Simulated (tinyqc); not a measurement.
# Heisenberg spin cluster by exact diagonalisation: multiplets, susceptibility, level crossings, step by step

A worked calculation. Computed by tinyqc, a small Python program that keeps every step. Command: `OMP_NUM_THREADS=1 python tinyqc.py 3030674 3030675 out.jsonl spincl walk`. One thread of a shared host (Intel(R) Xeon(R) Processor @ 2.30GHz), about 0.01 s of CPU time with the checks. Intermediate numbers are printed to about 5 digits and carried at full precision; extremes and crossings named in words are read from the listed rows.

H = J1 sum S_i.S_j over the bonds 1-2 - g mu_B B S_z; J > 0 is antiferromagnetic.

Inputs (values chosen for the exercise, for a model cluster): exchange J1 = -7.03 meV; g factor = 2.04; temperature T = 44 K; field B = 0.85 T.

Cluster: dimer. Spin s of each site: 1.5.

Constants: k_B = 8.617333262e-05 eV/K; mu_B = 5.7883818060e-05 eV/T.

## The block with S_z = 0

Basis: products of m values. S_i.S_j = m_i m_j on the diagonal and (1/2) sqrt[s(s+1) - m_i(m_i+1)] sqrt[s(s+1) - m_j(m_j-1)], s the spin of a site, between states that differ by one flip up and one down.

H at B = 0 (meV), rows +1.5 -1.5, +0.5 -0.5, -0.5 +0.5, -1.5 +1.5:
$$\begin{pmatrix}
15.8175 & -10.5450 & 0.0000 & 0.0000 \\
-10.5450 & 1.7575 & -14.0600 & 0.0000 \\
0.0000 & -14.0600 & 1.7575 & -10.5450 \\
0.0000 & 0.0000 & -10.5450 & 15.8175
\end{pmatrix}$$

## Multiplets

Every multiplet has one member in the block S_z = 0; diagonalise it and read the total spin from <S^2> = S (S + 1).

Levels at B = 0:
```
E (meV)   total S  number of multiplets
-15.8175        3                     1
5.2725          2                     1
19.3325         1                     1
26.3625         0                     1
```

ground energy = -15.8175 meV

gap to the next level = 21.09 meV

The ground state has S = 3; the next level has S = 2. The highest spin, S = 3, lies at -15.82 meV, s^2 times the sum of all J, s the spin of a site.

## Thermal averages at zero field

Z = sum k (2S + 1) exp(-E/(k_B T)) over the table, k the number of multiplets; <S^2> likewise with the factor S (S + 1); chi T = N_A g^2 mu_B^2 <S^2>/(3 k_B) = 0.125049 g^2 <S^2> cm^3 K/mol (cgs, per mole of clusters); C = (<E^2> - <E>^2)/(k_B T)^2; entropy = ln Z + <E>/(k_B T).

<S^2> = 11.983

chi T = 6.2361 cm^3 K/mol

heat capacity = 0.088102 k_B

entropy = 1.9643 k_B

Free spins would give <S^2> = 7.5 and the entropy 2.773 k_B; chi T is 160 % of the free value.

## Magnetisation in the field

Each multiplet splits as E - g mu_B B m; <S_z> is the Boltzmann mean. The first level crossing is at the smallest (E_S - E_0)/(g mu_B (S - S_0)) over higher spins (0 if the ground state has the highest spin).

<S_z> = 0.10568

first crossing field = 0 T

Linear response would give g mu_B B <S^2>/(3 k_B T) = 0.106.

## Susceptibility against the Curie-Weiss form

High-temperature form: chi T = C0/(1 - theta/T), C0 = 0.125049 g^2 n s (s + 1), k_B theta = -(2/3) s (s + 1) (sum of J over bonds)/n, n = 2; a dash where T <= 1.05 theta.

theta = 101.97 K

Against temperature:
```
T (K)   chi T (cm^3 K/mol)  Curie-Weiss  chi (cm^3/mol)     C (k_B)
8.2                 6.2448            -         0.76157  6.9437e-11
16.0                6.2448            -         0.39030  3.8020e-05
29.0                6.2444            -         0.21532  1.1063e-02
49.0                6.2292            -         0.12713  1.2730e-01
82.0                6.1193            -         0.07463  3.7814e-01
130.0               5.8408       18.105         0.04493  4.8481e-01
200.0               5.4442        7.963         0.02722  3.8704e-01
330.0               4.9673        5.648         0.01505  2.0761e-01
650.0               4.4862        4.629         0.00690  6.5732e-02
1300.0              4.2031        4.235         0.00323  1.7648e-02
```

The Curie-Weiss form is within 3 % in the last 1 rows. chi keeps rising on cooling, towards the Curie law of the S = 3 ground state; among these rows C is largest at 130 K, and the gap is 245 K.

Checks made by the program: the trace of H and the count of states (relative difference below 1e-10).
